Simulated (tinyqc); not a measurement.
Exponent and activation energy from three stresses.

Problem. Oxide breakdown follows t63 = a V^(-n) exp(Ea q/(kB T)). Find n, Ea and the E-model slope gamma = n/E (cm/MV) at the higher voltage, E = V/tox.

Values chosen for this exercise: oxide thickness tox = 7.7 nm.

Constants: q = 1.602176634e-19 C, kB = 1.380649e-23 J/K. Results are converted to the units shown.

t63 at (5.94 V, 398 K), (7.95 V, 398 K) and (7.95 V, 423 K) (s): [4.8944756e5, 2.5039958, 0.84556671]

Solution. The two voltages give n and the two temperatures Ea.

n = 41.80
Ea = 0.6300 eV
gamma = 4.049 cm/MV

Program tinyqc, `OMP_NUM_THREADS=1 python tinyqc.py 2070091 2070092 out.jsonl`; Intel Xeon 2.30GHz, shared host, one thread, about 0.01 s.
